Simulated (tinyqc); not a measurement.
UHF in the 3-21g basis, for H3-, spin multiplicity 1, step by step (part 1 of 2). The basis has no diffuse functions, so it cannot describe the extra electron: this is an exercise in the method, not the real anion. This run ends on a higher stationary point, not on the lowest solution. Computed by tinyqc, a small Python program that keeps every step (integrals from PySCF). Settings: charge = -1, multiplicity = 1, basis = 3-21g, energy threshold = 1e-08, iteration cap = 71, orthogonalisation = symmetric, start = core, DIIS depth = 0, method = UHF, break = 0.7. Command: `OMP_NUM_THREADS=1 python tinyqc.py 31593 31594 out.jsonl` (the two numbers bound the seeds that draw the settings). One thread of a shared host (Intel(R) Xeon(R) Processor @ 2.60GHz), about 0.3 s of CPU time with the checks. Later iterations appear only in the table of the cycle.

## One-electron integrals

Geometry (angstrom):
```
atom         x         y         z
H     0.000000  0.000000  0.000000
H     0.000000  0.000000  0.853000
H     0.000000  0.738000  0.426000
```

Basis 3-21g: exponents (1/bohr^2) and contraction coefficients of normalised primitives:
```
element  l (shell)  exponent  coefficient
H            s (1)  5.447178     0.156285
H            s (1)  0.824547     0.904691
H            s (2)  0.183192     1.000000
```

Overlap, kinetic and nuclear-attraction integrals over the contracted functions; the nuclear repulsion is the sum of Za Zb / Rab.

nuclear repulsion = 1.86202269 hartree

overlap S, order 1H 1s, 1H 2s, 2H 1s, 2H 2s, 3H 1s, 3H 2s:
$$\begin{pmatrix}
1.000000 & 0.645899 & 0.304856 & 0.436009 & 0.305565 & 0.436360 \\
0.645899 & 1.000000 & 0.436009 & 0.788205 & 0.436360 & 0.788589 \\
0.304856 & 0.436009 & 1.000000 & 0.645899 & 0.305158 & 0.436159 \\
0.436009 & 0.788205 & 0.645899 & 1.000000 & 0.436159 & 0.788369 \\
0.305565 & 0.436360 & 0.305158 & 0.436159 & 1.000000 & 0.645899 \\
0.436360 & 0.788589 & 0.436159 & 0.788369 & 0.645899 & 1.000000
\end{pmatrix}$$

kinetic energy T (hartree), order 1H 1s, 1H 2s, 2H 1s, 2H 2s, 3H 1s, 3H 2s:
$$\begin{pmatrix}
1.549405 & 0.293152 & 0.085878 & 0.145896 & 0.086681 & 0.146119 \\
0.293152 & 0.274788 & 0.145896 & 0.182224 & 0.146119 & 0.182383 \\
0.085878 & 0.145896 & 1.549405 & 0.293152 & 0.086220 & 0.145991 \\
0.145896 & 0.182224 & 0.293152 & 0.274788 & 0.145991 & 0.182292 \\
0.086681 & 0.146119 & 0.086220 & 0.145991 & 1.549405 & 0.293152 \\
0.146119 & 0.182383 & 0.145991 & 0.182292 & 0.293152 & 0.274788
\end{pmatrix}$$

nuclear attraction V (hartree), order 1H 1s, 1H 2s, 2H 1s, 2H 2s, 3H 1s, 3H 2s:
$$\begin{pmatrix}
-2.958808 & -1.567593 & -0.891624 & -1.104316 & -0.893895 & -1.105200 \\
-1.567593 & -1.716016 & -1.104213 & -1.430791 & -1.105277 & -1.431466 \\
-0.891624 & -1.104213 & -2.958454 & -1.567392 & -0.892594 & -1.104590 \\
-1.104316 & -1.430791 & -1.567392 & -1.715868 & -1.104771 & -1.431079 \\
-0.893895 & -1.105277 & -0.892594 & -1.104771 & -2.959071 & -1.567742 \\
-1.105200 & -1.431466 & -1.104590 & -1.431079 & -1.567742 & -1.716127
\end{pmatrix}$$

core Hamiltonian H = T + V (hartree), order 1H 1s, 1H 2s, 2H 1s, 2H 2s, 3H 1s, 3H 2s:
$$\begin{pmatrix}
-1.409403 & -1.274441 & -0.805747 & -0.958421 & -0.807214 & -0.959081 \\
-1.274441 & -1.441228 & -0.958317 & -1.248567 & -0.959158 & -1.249083 \\
-0.805747 & -0.958317 & -1.409049 & -1.274241 & -0.806373 & -0.958599 \\
-0.958421 & -1.248567 & -1.274241 & -1.441080 & -0.958780 & -1.248787 \\
-0.807214 & -0.959158 & -0.806373 & -0.958780 & -1.409667 & -1.274591 \\
-0.959081 & -1.249083 & -0.958599 & -1.248787 & -1.274591 & -1.441339
\end{pmatrix}$$

## Two-electron integrals

Functions are numbered as in S; the eight-fold symmetry (ij|kl) = (ji|kl) = (kl|ij) leaves the list below.

Two-electron integrals (ij|kl) in chemists' order, unique and non-zero (hartree):
```
(11|11) 1.140145   (21|11) 0.611403   (21|21) 0.345152   (22|11) 0.626370
(22|21) 0.380329   (22|22) 0.482957   (31|11) 0.275809   (31|21) 0.157935
(31|22) 0.177297   (31|31) 0.096717   (32|11) 0.287265   (32|21) 0.174942
(32|22) 0.220511   (32|31) 0.114365   (32|32) 0.156641   (33|11) 0.602767
(33|21) 0.376034   (33|22) 0.492563   (33|31) 0.275809   (33|32) 0.404686
(33|33) 1.140145   (41|11) 0.404686   (41|21) 0.229478   (41|22) 0.254768
(41|31) 0.114365   (41|32) 0.129710   (41|33) 0.287265   (41|41) 0.156641
(42|11) 0.462585   (42|21) 0.282963   (42|22) 0.366093   (42|31) 0.148840
(42|32) 0.197190   (42|33) 0.462585   (42|41) 0.197190   (42|42) 0.300045
(43|11) 0.376034   (43|21) 0.233316   (43|22) 0.306746   (43|31) 0.157935
(43|32) 0.229478   (43|33) 0.611403   (43|41) 0.174942   (43|42) 0.282963
(43|43) 0.345152   (44|11) 0.492563   (44|21) 0.306746   (44|22) 0.416137
(44|31) 0.177297   (44|32) 0.254768   (44|33) 0.626370   (44|41) 0.220511
(44|42) 0.366093   (44|43) 0.380329   (44|44) 0.482957   (51|11) 0.276552
(51|21) 0.158346   (51|22) 0.177733   (51|31) 0.081584   (51|32) 0.093014
(51|33) 0.204410   (51|41) 0.109693   (51|42) 0.139997   (51|43) 0.125236
(51|44) 0.157826   (51|51) 0.097174   (52|11) 0.287667   (52|21) 0.175170
(52|22) 0.220753   (52|31) 0.092909   (52|32) 0.118062   (52|33) 0.267957
(52|41) 0.123038   (52|42) 0.180055   (52|43) 0.164991   (52|44) 0.213072
(52|51) 0.114740   (52|52) 0.156894   (53|11) 0.204224   (53|21) 0.125113
(53|22) 0.157647   (53|31) 0.081489   (53|32) 0.109540   (53|33) 0.276126
(53|41) 0.092918   (53|42) 0.139820   (53|43) 0.158110   (53|44) 0.177483
(53|51) 0.081655   (53|52) 0.109613   (53|53) 0.096912   (54|11) 0.267952
(54|21) 0.164978   (54|22) 0.213023   (54|31) 0.092873   (54|32) 0.122960
(54|33) 0.287437   (54|41) 0.118041   (54|42) 0.179978   (54|43) 0.175040
(54|44) 0.220614   (54|51) 0.109724   (54|52) 0.154775   (54|53) 0.114525
(54|54) 0.156749   (55|11) 0.603289   (55|21) 0.376316   (55|22) 0.492780
(55|31) 0.204086   (55|32) 0.267809   (55|33) 0.602990   (55|41) 0.267889
(55|42) 0.410412   (55|43) 0.376155   (55|44) 0.492655   (55|51) 0.276552
(55|52) 0.405027   (55|53) 0.276126   (55|54) 0.404832   (55|55) 1.140145
(61|11) 0.405027   (61|21) 0.229670   (61|22) 0.254976   (61|31) 0.109499
(61|32) 0.122977   (61|33) 0.267897   (61|41) 0.154723   (61|42) 0.193488
(61|43) 0.164960   (61|44) 0.213048   (61|51) 0.114740   (61|52) 0.129964
(61|53) 0.092981   (61|54) 0.123070   (61|55) 0.287667   (61|61) 0.156894
(62|11) 0.462871   (62|21) 0.283134   (62|22) 0.366300   (62|31) 0.139739
(62|32) 0.179964   (62|33) 0.410469   (62|41) 0.193446   (62|42) 0.288707
(62|43) 0.254268   (62|44) 0.339998   (62|51) 0.149260   (62|52) 0.197455
(62|53) 0.139870   (62|54) 0.193507   (62|55) 0.462871   (62|61) 0.197455
(62|62) 0.300337   (63|11) 0.267812   (63|21) 0.164904   (63|22) 0.212966
(63|31) 0.109458   (63|32) 0.154654   (63|33) 0.404832   (63|41) 0.122934
(63|42) 0.193406   (63|43) 0.229560   (63|44) 0.254857   (63|51) 0.093041
(63|52) 0.123035   (63|53) 0.114525   (63|54) 0.129818   (63|55) 0.287437
(63|61) 0.118077   (63|62) 0.180021   (63|63) 0.156749   (64|11) 0.410436
(64|21) 0.254243   (64|22) 0.339946   (64|31) 0.139710   (64|32) 0.193388
(64|33) 0.462707   (64|41) 0.179939   (64|42) 0.288639   (64|43) 0.283036
(64|44) 0.366182   (64|51) 0.140018   (64|52) 0.193531   (64|53) 0.149019
(64|54) 0.197303   (64|55) 0.462707   (64|61) 0.180073   (64|62) 0.288757
(64|63) 0.197303   (64|64) 0.300170   (65|11) 0.376316   (65|21) 0.233467
(65|22) 0.306868   (65|31) 0.125022   (65|32) 0.164894   (65|33) 0.376155
(65|41) 0.164936   (65|42) 0.254224   (65|43) 0.233381   (65|44) 0.306798
(65|51) 0.158346   (65|52) 0.229670   (65|53) 0.158110   (65|54) 0.229560
(65|55) 0.611403   (65|61) 0.175170   (65|62) 0.283134   (65|63) 0.175040
(65|64) 0.283036   (65|65) 0.345152   (66|11) 0.492780   (66|21) 0.306868
(66|22) 0.416256   (66|31) 0.157513   (66|32) 0.212929   (66|33) 0.492655
(66|41) 0.212961   (66|42) 0.339907   (66|43) 0.306798   (66|44) 0.416188
(66|51) 0.177733   (66|52) 0.254976   (66|53) 0.177483   (66|54) 0.254857
(66|55) 0.626370   (66|61) 0.220753   (66|62) 0.366300   (66|63) 0.220614
(66|64) 0.366182   (66|65) 0.380329   (66|66) 0.482957
```

## Orthogonalisation

S = U s U^T; symmetric (Loewdin) form X = U s^(-1/2) U^T, so that X^T S X = 1.

eigenvalues of S: [0.133171, 0.133396, 0.500293, 0.772615, 0.773657, 3.686867]

X, order 1H 1s, 1H 2s, 2H 1s, 2H 2s, 3H 1s, 3H 2s:
$$\begin{pmatrix}
1.256497 & -0.491845 & -0.076646 & 0.033148 & -0.077163 & 0.033233 \\
-0.491845 & 1.972713 & 0.033113 & -0.569681 & 0.033260 & -0.571153 \\
-0.076646 & 0.033113 & 1.256443 & -0.491821 & -0.076867 & 0.033149 \\
0.033148 & -0.569681 & -0.491821 & 1.972005 & 0.033211 & -0.570310 \\
-0.077163 & 0.033260 & -0.076867 & 0.033211 & 1.256538 & -0.491863 \\
0.033233 & -0.571153 & 0.033149 & -0.570310 & -0.491863 & 1.973240
\end{pmatrix}$$

## Starting guess

The start is the orbitals of the core Hamiltonian, with HOMO and LUMO mixed by +/-0.7 rad for the two spins; D(s) = C_occ C_occ^T for each spin.

D(alpha) at the start, order 1H 1s, 1H 2s, 2H 1s, 2H 2s, 3H 1s, 3H 2s:
$$\begin{pmatrix}
0.404144 & 0.585557 & -0.041609 & -0.302028 & 0.019944 & -0.180623 \\
0.585557 & 1.107618 & -0.302495 & -0.660938 & -0.180110 & -0.419090 \\
-0.041609 & -0.302495 & 0.230599 & 0.239778 & 0.193239 & 0.165658 \\
-0.302028 & -0.660938 & 0.239778 & 0.418136 & 0.165171 & 0.270587 \\
0.019944 & -0.180110 & 0.193239 & 0.165171 & 0.169506 & 0.117989 \\
-0.180623 & -0.419090 & 0.165658 & 0.270587 & 0.117989 & 0.176287
\end{pmatrix}$$

D(beta) at the start, order 1H 1s, 1H 2s, 2H 1s, 2H 2s, 3H 1s, 3H 2s:
$$\begin{pmatrix}
0.128035 & 0.035357 & 0.116571 & 0.012706 & 0.137881 & 0.054895 \\
0.035357 & 0.011242 & 0.013262 & -0.032669 & 0.054348 & 0.049122 \\
0.116571 & 0.013262 & 0.348570 & 0.474919 & -0.082877 & -0.385001 \\
0.012706 & -0.032669 & 0.474919 & 0.886824 & -0.384636 & -0.825893 \\
0.137881 & 0.054348 & -0.082877 & -0.384636 & 0.327644 & 0.433047 \\
0.054895 & 0.049122 & -0.385001 & -0.825893 & 0.433047 & 0.803974
\end{pmatrix}$$

## Iteration 1: building the Fock matrix

J_ij = sum D_kl (ij|kl) with D = D(alpha) + D(beta), K_ij = sum D_kl (ik|jl) for each spin; F = H + J - K(s); E = tr D H + tr D J / 2 - 0.5 sum_s tr D(s) K(s) + E_nn.

Coulomb J (hartree), order 1H 1s, 1H 2s, 2H 1s, 2H 2s, 3H 1s, 3H 2s:
$$\begin{pmatrix}
2.717967 & 1.612633 & 0.872968 & 1.127781 & 0.869055 & 1.127495 \\
1.612633 & 1.983498 & 1.136393 & 1.635697 & 1.121092 & 1.630103 \\
0.872968 & 1.136393 & 2.756440 & 1.630394 & 0.871308 & 1.136277 \\
1.127781 & 1.635697 & 1.630394 & 1.995008 & 1.121262 & 1.633319 \\
0.869055 & 1.121092 & 0.871308 & 1.121262 & 2.689368 & 1.599439 \\
1.127495 & 1.630103 & 1.136277 & 1.633319 & 1.599439 & 1.974959
\end{pmatrix}$$

exchange K(alpha) (hartree), order 1H 1s, 1H 2s, 2H 1s, 2H 2s, 3H 1s, 3H 2s:
$$\begin{pmatrix}
0.909607 & 0.632872 & 0.309836 & 0.418926 & 0.343922 & 0.435895 \\
0.632872 & 0.538424 & 0.381000 & 0.433188 & 0.384782 & 0.437967 \\
0.309836 & 0.381000 & 0.663447 & 0.509522 & 0.437779 & 0.444816 \\
0.418926 & 0.433188 & 0.509522 & 0.479072 & 0.431669 & 0.450690 \\
0.343922 & 0.384782 & 0.437779 & 0.431669 & 0.577130 & 0.466409 \\
0.435895 & 0.437967 & 0.444816 & 0.450690 & 0.466409 & 0.458400
\end{pmatrix}$$

exchange K(beta) (hartree), order 1H 1s, 1H 2s, 2H 1s, 2H 2s, 3H 1s, 3H 2s:
$$\begin{pmatrix}
0.518196 & 0.436819 & 0.395852 & 0.401643 & 0.408013 & 0.407621 \\
0.436819 & 0.444128 & 0.449732 & 0.444965 & 0.451195 & 0.446642 \\
0.395852 & 0.449732 & 0.830780 & 0.593420 & 0.287673 & 0.395725 \\
0.401643 & 0.444965 & 0.593420 & 0.519484 & 0.391172 & 0.430239 \\
0.408013 & 0.451195 & 0.287673 & 0.391172 & 0.801208 & 0.578564 \\
0.407621 & 0.446642 & 0.395725 & 0.430239 & 0.578564 & 0.512285
\end{pmatrix}$$

F(alpha) (hartree), order 1H 1s, 1H 2s, 2H 1s, 2H 2s, 3H 1s, 3H 2s:
$$\begin{pmatrix}
0.398957 & -0.294680 & -0.242615 & -0.249567 & -0.282082 & -0.267480 \\
-0.294680 & 0.003845 & -0.202924 & -0.046058 & -0.222848 & -0.056947 \\
-0.242615 & -0.202924 & 0.683943 & -0.153369 & -0.372845 & -0.267138 \\
-0.249567 & -0.046058 & -0.153369 & 0.074856 & -0.269187 & -0.066159 \\
-0.282082 & -0.222848 & -0.372845 & -0.269187 & 0.702571 & -0.141561 \\
-0.267480 & -0.056947 & -0.267138 & -0.066159 & -0.141561 & 0.075220
\end{pmatrix}$$

F(beta) (hartree), order 1H 1s, 1H 2s, 2H 1s, 2H 2s, 3H 1s, 3H 2s:
$$\begin{pmatrix}
0.790368 & -0.098627 & -0.328631 & -0.232284 & -0.346172 & -0.239207 \\
-0.098627 & 0.098142 & -0.271656 & -0.057835 & -0.289261 & -0.065622 \\
-0.328631 & -0.271656 & 0.516610 & -0.237267 & -0.222738 & -0.218047 \\
-0.232284 & -0.057835 & -0.237267 & 0.034444 & -0.228690 & -0.045707 \\
-0.346172 & -0.289261 & -0.222738 & -0.228690 & 0.478493 & -0.253716 \\
-0.239207 & -0.065622 & -0.218047 & -0.045707 & -0.253716 & 0.021335
\end{pmatrix}$$

total energy of this density = -0.92218715 hartree

## Iteration 1: diagonalisation and new density

Diagonalise F' = X^T F X, C = X C', fill 2 alpha and 2 beta electrons from the bottom; D(s) = C_occ C_occ^T. Each column has its largest component positive (the first on a tie).

F' = X^T F X (alpha) (hartree):
$$\begin{pmatrix}
1.032527 & -0.718138 & -0.227915 & -0.023992 & -0.274010 & -0.048403 \\
-0.718138 & 0.624360 & 0.004066 & -0.090185 & -0.022182 & -0.109511 \\
-0.227915 & 0.004066 & 1.339299 & -0.610975 & -0.415789 & -0.101428 \\
-0.023992 & -0.090185 & -0.610975 & 0.719303 & -0.103186 & -0.164794 \\
-0.274010 & -0.022182 & -0.415789 & -0.103186 & 1.359747 & -0.578220 \\
-0.048403 & -0.109511 & -0.101428 & -0.164794 & -0.578220 & 0.720413
\end{pmatrix}$$

orbital energies (alpha) (hartree): MO1 -0.208817, MO2 0.291921, MO3 0.667648, MO4 1.276990, MO5 1.781653, MO6 1.986253

coefficients C (alpha), order 1H 1s, 1H 2s, 2H 1s, 2H 2s, 3H 1s, 3H 2s:
$$\begin{pmatrix}
0.293987 & 0.210219 & -0.008186 & 0.699763 & -1.100818 & 0.050722 \\
0.310197 & 1.468906 & -0.165588 & -0.596580 & 1.465631 & -0.033960 \\
0.203088 & -0.154099 & -0.046380 & 0.591089 & 0.645194 & 1.000855 \\
0.127189 & -0.896405 & -1.397631 & -0.442933 & -0.823912 & -1.065163 \\
0.210095 & -0.115926 & 0.041545 & 0.624868 & 0.583286 & -1.022204 \\
0.151631 & -0.646734 & 1.572172 & -0.464408 & -0.707992 & 1.076740
\end{pmatrix}$$

F' = X^T F X (beta) (hartree):
$$\begin{pmatrix}
1.454155 & -0.551393 & -0.355449 & -0.060279 & -0.369150 & -0.066396 \\
-0.551393 & 0.750906 & -0.083355 & -0.140547 & -0.096339 & -0.146991 \\
-0.355449 & -0.083355 & 1.159094 & -0.682292 & -0.193116 & 0.009096 \\
-0.060279 & -0.140547 & -0.682292 & 0.665132 & 0.002150 & -0.076950 \\
-0.369150 & -0.096339 & -0.193116 & 0.002150 & 1.118324 & -0.673648 \\
-0.066396 & -0.146991 & 0.009096 & -0.076950 & -0.673648 & 0.648038
\end{pmatrix}$$

orbital energies (beta) (hartree): MO1 -0.205791, MO2 0.286781, MO3 0.669565, MO4 1.277122, MO5 1.779141, MO6 1.988831

coefficients C (beta), order 1H 1s, 1H 2s, 2H 1s, 2H 2s, 3H 1s, 3H 2s:
$$\begin{pmatrix}
0.199827 & 0.002760 & 0.055321 & 0.595744 & 0.073064 & -1.196445 \\
0.153445 & -0.018051 & 1.735892 & -0.444664 & -0.061417 & 1.244095 \\
0.242770 & 0.213557 & -0.017874 & 0.627223 & 0.990842 & 0.595377 \\
0.191974 & 1.318009 & -0.824690 & -0.486971 & -1.286168 & -0.661209 \\
0.266710 & -0.196452 & -0.016574 & 0.693728 & -0.990796 & 0.511812 \\
0.246621 & -1.284687 & -0.873720 & -0.572819 & 1.299238 & -0.546358
\end{pmatrix}$$

D(alpha) after iteration 1, order 1H 1s, 1H 2s, 2H 1s, 2H 2s, 3H 1s, 3H 2s:
$$\begin{pmatrix}
0.130620 & 0.399985 & 0.027311 & -0.151049 & 0.037395 & -0.091378 \\
0.399985 & 2.253905 & -0.163360 & -1.277280 & -0.105113 & -0.902956 \\
0.027311 & -0.163360 & 0.064991 & 0.163966 & 0.060532 & 0.130456 \\
-0.151049 & -1.277280 & 0.163966 & 0.819718 & 0.130638 & 0.599021 \\
0.037395 & -0.105113 & 0.060532 & 0.130638 & 0.057579 & 0.106830 \\
-0.091378 & -0.902956 & 0.130456 & 0.599021 & 0.106830 & 0.441257
\end{pmatrix}$$

D(beta) after iteration 1, order 1H 1s, 1H 2s, 2H 1s, 2H 2s, 3H 1s, 3H 2s:
$$\begin{pmatrix}
0.039938 & 0.030613 & 0.049101 & 0.042000 & 0.052754 & 0.045735 \\
0.030613 & 0.023871 & 0.033397 & 0.005666 & 0.044472 & 0.061033 \\
0.049101 & 0.033397 & 0.104544 & 0.328076 & 0.022796 & -0.214482 \\
0.042000 & 0.005666 & 0.328076 & 1.774003 & -0.207724 & -1.645885 \\
0.052754 & 0.044472 & 0.022796 & -0.207724 & 0.109728 & 0.318155 \\
0.045735 & 0.061033 & -0.214482 & -1.645885 & 0.318155 & 1.711243
\end{pmatrix}$$

## Iteration 2: building the Fock matrix

As before.

Coulomb J (hartree), order 1H 1s, 1H 2s, 2H 1s, 2H 2s, 3H 1s, 3H 2s:
$$\begin{pmatrix}
2.368775 & 1.432680 & 0.756469 & 0.996148 & 0.757073 & 0.996894 \\
1.432680 & 1.832663 & 1.004027 & 1.503015 & 0.999599 & 1.501361 \\
0.756469 & 1.004027 & 2.400708 & 1.449472 & 0.759814 & 1.005509 \\
0.996148 & 1.503015 & 1.449472 & 1.846644 & 1.000332 & 1.505882 \\
0.757073 & 0.999599 & 0.759814 & 1.000332 & 2.379291 & 1.438346 \\
0.996894 & 1.501361 & 1.005509 & 1.505882 & 1.438346 & 1.837522
\end{pmatrix}$$

exchange K(alpha) (hartree), order 1H 1s, 1H 2s, 2H 1s, 2H 2s, 3H 1s, 3H 2s:
$$\begin{pmatrix}
0.693581 & 0.569324 & 0.281463 & 0.389878 & 0.299128 & 0.401132 \\
0.569324 & 0.566858 & 0.351136 & 0.452400 & 0.356514 & 0.457551 \\
0.281463 & 0.351136 & 0.501994 & 0.455715 & 0.350886 & 0.403593 \\
0.389878 & 0.452400 & 0.455715 & 0.504669 & 0.397834 & 0.476516 \\
0.299128 & 0.356514 & 0.350886 & 0.397834 & 0.466462 & 0.432814 \\
0.401132 & 0.457551 & 0.403593 & 0.476516 & 0.432814 & 0.489289
\end{pmatrix}$$

exchange K(beta) (hartree), order 1H 1s, 1H 2s, 2H 1s, 2H 2s, 3H 1s, 3H 2s:
$$\begin{pmatrix}
0.390834 & 0.381593 & 0.323673 & 0.360387 & 0.329293 & 0.362392 \\
0.381593 & 0.455029 & 0.411024 & 0.464114 & 0.415587 & 0.465325 \\
0.323673 & 0.411024 & 0.633816 & 0.537132 & 0.276762 & 0.372437 \\
0.360387 & 0.464114 & 0.537132 & 0.552738 & 0.374912 & 0.454947 \\
0.329293 & 0.415587 & 0.276762 & 0.374912 & 0.637742 & 0.538234 \\
0.362392 & 0.465325 & 0.372437 & 0.454947 & 0.538234 & 0.551171
\end{pmatrix}$$

F(alpha) (hartree), order 1H 1s, 1H 2s, 2H 1s, 2H 2s, 3H 1s, 3H 2s:
$$\begin{pmatrix}
0.265791 & -0.411085 & -0.330741 & -0.352151 & -0.349269 & -0.363319 \\
-0.411085 & -0.175423 & -0.305427 & -0.197952 & -0.316073 & -0.205272 \\
-0.330741 & -0.305427 & 0.489665 & -0.280483 & -0.397446 & -0.356683 \\
-0.352151 & -0.197952 & -0.280483 & -0.099105 & -0.356282 & -0.219421 \\
-0.349269 & -0.316073 & -0.397446 & -0.356282 & 0.503162 & -0.269059 \\
-0.363319 & -0.205272 & -0.356683 & -0.219421 & -0.269059 & -0.093106
\end{pmatrix}$$

F(beta) (hartree), order 1H 1s, 1H 2s, 2H 1s, 2H 2s, 3H 1s, 3H 2s:
$$\begin{pmatrix}
0.568538 & -0.223354 & -0.372950 & -0.322659 & -0.379434 & -0.324579 \\
-0.223354 & -0.063595 & -0.365314 & -0.209666 & -0.375146 & -0.213046 \\
-0.372950 & -0.365314 & 0.357843 & -0.361901 & -0.323321 & -0.325527 \\
-0.322659 & -0.209666 & -0.361901 & -0.147174 & -0.333360 & -0.197852 \\
-0.379434 & -0.375146 & -0.323321 & -0.333360 & 0.331882 & -0.374479 \\
-0.324579 & -0.213046 & -0.325527 & -0.197852 & -0.374479 & -0.154988
\end{pmatrix}$$

total energy of this density = -1.26996995 hartree
